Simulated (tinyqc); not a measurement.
# One rectangular barrier with mass mismatch, transfer matrices: several studies

One electron of energy E comes from the left lead (band edge 0); no transverse momentum. Parabolic bands, masses in units of m0, C = hbar^2/(2 m0); psi and psi'/m are continuous at every interface. The right lead equals the left one.

Inputs (values chosen for the exercise); masses and offsets close to those of InGaAs wells and InAlAs barriers:

| symbol | value | unit | meaning |
|---|---|---|---|
| mL | 0.04 | m0 | mass in the left lead |
| U1 | 0.51 | eV | barrier height |
| m1 | 0.075 | m0 | barrier mass |
| d1 | 0.9 | nm | barrier width |
| E | 0.317 | eV | electron energy |

Constants: q = 1.602176634e-19 C, hbar = 1.054571817e-34 J s, m0 = 9.1093837015e-31 kg, hbar^2/(2 m0) = 0.0380998212 eV nm^2. Results are converted to the units shown.

Each table varies one quantity; the others keep the values above.

## Transmission against energy

For the pair (psi, psi'/m) a flat layer has M = [[cos kd, (m/k) sin kd], [-(k/m) sin kd, cos kd]] with k = sqrt(m (E - U)/C) above its edge U, and M = [[cosh Kd, (m/K) sinh Kd], [(K/m) sinh Kd, cosh Kd]] with K = sqrt(m (U - E)/C) below it. The matrices are multiplied with later layers to the left. With M acting on (psi, psi'/m) and v = k/m in each lead, T(E) = 4 vL vR/[(vL vR M12 - M21)^2 + (vR M11 + vL M22)^2]. The last column is exp(-2 sum K d) over the layers with U > E.

Transmission against energy:

| E (eV) | T(E) | exp(-2 sum K d) |
|---|---|---|
| 0.041 | 0.3366 | 0.1774 |
| 0.121 | 0.5506 | 0.2070 |
| 0.2 | 0.6303 | 0.2451 |
| 0.28 | 0.6719 | 0.2978 |
| 0.36 | 0.6968 | 0.3760 |
| 0.44 | 0.7134 | 0.5126 |
| 0.519 | 0.7252 | 1.000 |
| 0.599 | 0.7342 | 1.000 |
| 0.679 | 0.7415 | 1.000 |
| 0.759 | 0.7476 | 1.000 |
| 0.838 | 0.7528 | 1.000 |
| 0.918 | 0.7576 | 1.000 |

T(E) runs from 0.337 at 0.041 eV to 0.758 at 0.918 eV; among the rows its largest value is 0.758 at 0.918 eV. Below the barrier the ratio to exp(-2Kd) lies between 1.39 and 2.66: that is the prefactor which WKB sets to 1. Above the barrier T(E) is as low as 0.725 in these rows: both interfaces reflect, and the reflections cancel only where k d is a multiple of pi.

## Effect of the barrier width

Same model as above.

For a thick barrier T(E) tends to c exp(-2Kd), c = 16 g^2/(1 + g^2)^2, g = (K/m1)/vL.

Results:

| d1 (nm) | K d | T(E) | c exp(-2Kd) |
|---|---|---|---|
| 0.49 | 0.3020 | 0.8873 | 1.618 |
| 1.24 | 0.7643 | 0.5114 | 0.6420 |
| 1.99 | 1.227 | 0.2336 | 0.2547 |
| 2.74 | 1.689 | 0.09771 | 0.1010 |
| 3.49 | 2.151 | 0.03956 | 0.04008 |
| 4.24 | 2.613 | 0.01582 | 0.01590 |
| 4.99 | 3.076 | 0.006294 | 0.006307 |
| 6.49 | 4.000 | 9.922e-4 | 9.926e-4 |

Estimate the missing row, d1 = 5.74 nm.

Computed row:

| d1 (nm) | K d | T(E) | c exp(-2Kd) |
|---|---|---|---|
| 5.74 | 3.538 | 0.002500 | 0.002502 |

With this row back in the table: T(E) falls from 0.887 to 9.92e-4. Here g = 0.570 and c = 2.96. The thick-barrier form is 82 % above the exact value at Kd = 0.30 and 0.032 % above it at Kd = 4.0; at the end T(E) loses 0.535 decades a nanometre, against 2K/ln 10 = 0.535. In 1 of the 9 rows a layer is thinner than 0.8 nm, a few atomic planes, where an effective mass is a rough description.

## Effect of the barrier mass and of the matching rule

The second column matches psi and psi' without the mass (every m outside k and K set to 1), which is not the envelope-function rule when the masses differ.

Results:

| m1 (m0) | T(E), psi'/m matched | T(E), psi' matched | ratio |
|---|---|---|---|
| 0.023 | 0.9112 | 0.8875 | 0.9740 |
| 0.03 | 0.8852 | 0.8704 | 0.9832 |
| 0.039 | 0.8487 | 0.8471 | 0.9981 |
| 0.05 | 0.8005 | 0.8172 | 1.021 |
| 0.064 | 0.7360 | 0.7773 | 1.056 |
| 0.11 | 0.5314 | 0.6414 | 1.207 |
| 0.14 | 0.4214 | 0.5564 | 1.320 |

Estimate the missing row, m1 = 0.082 m0.

Computed row:

| m1 (m0) | T(E), psi'/m matched | T(E), psi' matched | ratio |
|---|---|---|---|
| 0.082 | 0.6526 | 0.7243 | 1.110 |

With this row back in the table: With psi'/m matched, T(E) falls from 0.911 to 0.421. The other rule gives 0.974 times that in the first row and 1.32 times in the last; the two rules coincide at m1 = mL = 0.04.

Range of the model: Masses are held fixed, although real bands cease to be parabolic a few tenths of an eV from their edges (inside a barrier too).

tinyqc, about 0.01 s, one thread, Intel Xeon 2.30GHz (shared host): `OMP_NUM_THREADS=1 python tinyqc.py 2560035 2560036 out.jsonl`
